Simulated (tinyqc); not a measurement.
Interstitial-substitutional diffusion of a fast metal impurity in a wafer (kick-out and dissociative mechanisms): one step, computed by the program tinyqc. Command: `OMP_NUM_THREADS=1 python tinyqc.py 3002940 3002941 out.jsonl kickout walk`. One thread of a shared host (Intel(R) Xeon(R) Processor @ 2.30GHz), about 0.4 s of CPU time with the checks.

The metal moves as an interstitial A_i and dissolves on lattice sites either by kicking out a self-interstitial (A_i = A_s + I) or by filling a vacancy (A_i + V = A_s). With A_i at its solubility, local equilibrium and c = C_s/C_s*, self-interstitials and vacancies obey C_I/C_I* = 1/c and C_V/C_V* = c.

Problem. Diffusivity against concentration. In defect-free silicon dc/dt = d/dx [(D_K/c^2 + D_F) dc/dx], c = 1 at both faces. D_K = D_I C_I*/C_s* and D_F = D_V C_V*/C_s*. The two terms are equal at c* = sqrt(D_K/D_F). Take c = 1, 0.5, 0.2, 0.1, 0.03 and 0.01.

Inputs (values chosen for the exercise, loosely like those of gold in silicon): temperature T = 1125 C.

D_K = 8.444109e-09 cm^2/s

D_F = 1.177830e-09 cm^2/s

Give: c*; Effective diffusivity (cm^2/s).

Solution.

c* = 2.678

Effective diffusivity (cm^2/s):
```
c,kick-out term,total
1.00,8.444e-09,9.622e-09
0.50,3.378e-08,3.495e-08
0.20,2.111e-07,2.123e-07
0.10,8.444e-07,8.456e-07
0.03,9.382e-06,9.384e-06
0.01,8.444e-05,8.444e-05
```
